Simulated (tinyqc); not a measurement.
Photoconductance decay in a wafer: bulk and surface recombination modes, and iron detection by pair splitting. Changing the thickness W. Computed by tinyqc, a small Python program. Command: `OMP_NUM_THREADS=1 python tinyqc.py 3112337 3112338 out.jsonl pcd sweep`. One thread of a shared host (Intel(R) Xeon(R) Processor @ 2.30GHz), about 0.03 s of CPU time with the checks.

Both faces of the wafer have the same S; injection is low and all coefficients are constant. x runs from -W/2 to W/2.

Inputs (values chosen for the exercise, modelled on p-type silicon): diffusivity D = 27.9 cm^2/s; bulk lifetime tau_b without iron = 330 microsecond; surface recombination velocity S = 16 cm/s.

Method. Even modes cos(a x) obey b tan b = S W/(2 D) with b = a W/2, odd modes sin(a x) obey -b cot b = S W/(2 D); each decays at the rate 1/tau_b + D a^2. tau_eff is the decay time of the first mode. The surface time is 1/(D a^2) of that mode; shortcuts for it are W/(2 S), W^2/(pi^2 D) and their sum, whose error is sum/surface time - 1.

One run for each value:
```
thickness W (micrometre)  tau_eff (microsecond)  surface time (microsecond)  tau_eff/tau_b
20                                        52.56                        62.5        0.15926
36                                        83.92                       112.5        0.25430
63                                       123.36                       197.0        0.37381
110                                      168.45                       344.1        0.51047
360                                      255.35                      1128.9        0.77380
630                                      282.87                      1980.6        0.85718
1100                                     301.37                      3473.7        0.91324
2000                                     313.75                      6369.9        0.95075
```

Give the missing row, thickness W (micrometre) = 200.

Computed row:
```
thickness W (micrometre)  tau_eff (microsecond)  surface time (microsecond)  tau_eff/tau_b
200                                      216.11                       626.2        0.65488
```

Interpolating between the two neighbouring rows (the first column on a logarithmic scale, the others too where they are positive) misses by up to 3.9 %. Over the rows, tau_eff (microsecond) rises from 52.6 to 314 (exponent d ln y / d ln x 0.80 between the first rows and 0.067 between the last); surface time (microsecond) rises from 62.5 to 6370 (exponent d ln y / d ln x about 1.0 throughout); tau_eff/tau_b rises from 0.159 to 0.951 (exponent d ln y / d ln x 0.80 between the first rows and 0.067 between the last). The exponent of surface time stays between 1.00 and 1.01, near 1: slow surfaces, W/(2 S). Plotting 1/tau_eff against 1/W separates bulk and surface while W/(2 S) is the larger part of the surface time.

Extremes, crossings and ranges named in words are read from the listed rows.
